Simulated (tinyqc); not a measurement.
Out-diffusion of a doped substrate or buried layer into a growing epitaxial film: one step, computed by the program tinyqc.

x is counted from the original substrate surface into the film, whose surface moves as x = v t. Substrate dopant has one diffusivity; the dopant of the film is taken as uniform.

Problem. Transition width. After growth and the later budget: l2 = 2 sqrt(D t + (Dt)2); C(x) = (C_s/2) erfc(x/l2) + share x C_s exp(-x/decay length) for x > 0 (autodoping taken as unchanged by the later budget). The transition x_t solves C(x) = C_e, where the total doping is twice the intended value. Usable film = d - x_t. Also give x_t for the erfc term alone, after growth and after the later budget.

Inputs (values chosen for the exercise, modelled on boron in silicon):
```
quantity                                            value    unit
substrate concentration C_s                         1e+18  1/cm^3
film doping C_e                                   9.9e+14  1/cm^3
film thickness d                                      1.6      um
growth temperature T                                 1025       C
autodoping level at the start, as a share of C_s    7e-05       -
decay length of autodoping                           0.48      um
later thermal budget (Dt)2                        3.9e-12    cm^2
```

Film doping: same type as the substrate.

length l = 0.05525758 um

Give: length l2; x_t after growth, erfc alone; x_t after the later budget, erfc alone; x_t with autodoping; usable film.

Solution.

length l2 = 0.067922 um

x_t after growth, erfc alone = 0.12086 um

x_t after the later budget, erfc alone = 0.14856 um

x_t with autodoping = 0.14932 um

usable film = 1.4507 um

Solid-state diffusion sets the transition. The later budget is 0.51 times that of the growth.
